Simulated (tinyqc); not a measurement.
Minimum-mode following (dimer method) and harmonic rate on a two-dimensional model surface: one step, computed by the program tinyqc.

V(x, y) = h u^2 + t x + (kappa/2)(y + c u)^2 with u = x^2/w^2 - 1; the path runs from the minimum near (-w, 0) to that near (w, 0).

Question. Dimer step 2. Dimer at R with unit axis N = (cos phi, sin phi) and normal T = (-sin phi, cos phi). Gradients g at R +/- delta N and at R +/- delta T give H N and H T by central differences, (g+ - g-)/(2 delta). With C_N = N.H N, C_T = T.H T and b = T.H N, rotate by theta = (1/2) atan2(-2b, C_T - C_N), the angle of least curvature C = (C_N + C_T)/2 - sqrt((C_N - C_T)^2/4 + b^2). Translate along F = -g + 2 (g.N) N if C < 0, else along F = (g.N) N, with the new axis: R(new) = R + eta F, the move limited to 0.2 angstrom.

Inputs (values chosen for the exercise, for a model surface):
```
quantity,value,unit
height h,0.59,eV
half width w,1.2,angstrom
transverse stiffness kappa,5.4,eV/angstrom^2
curvature c,0.27,angstrom
tilt t,0.051,eV/angstrom
half length delta,0.01,angstrom
step factor eta,0.053,angstrom^2/eV
```

Surface: curved double well.

R after step 1 (angstrom): [-0.5850722, 0.1282609]

phi after step 1 = 11.83893 degrees

Give: C_N, C_T, b; rotation theta; phi after step 2; least curvature C; gradient g; effective force F; R after step 2.

Answer.

C_N, C_T, b (eV/angstrom^2): [-0.600, 5.633, 0.073]

rotation theta = -0.6707 degrees

phi after step 2 = 11.17 degrees

least curvature C = -0.6010 eV/angstrom^2

gradient g (eV/angstrom): [0.8738, -0.4188]

effective force F (eV/angstrom): [0.6491, 0.7195]

R after step 2 (angstrom): [-0.5507, 0.1664]

The curvature is negative, so the force along the axis is inverted.
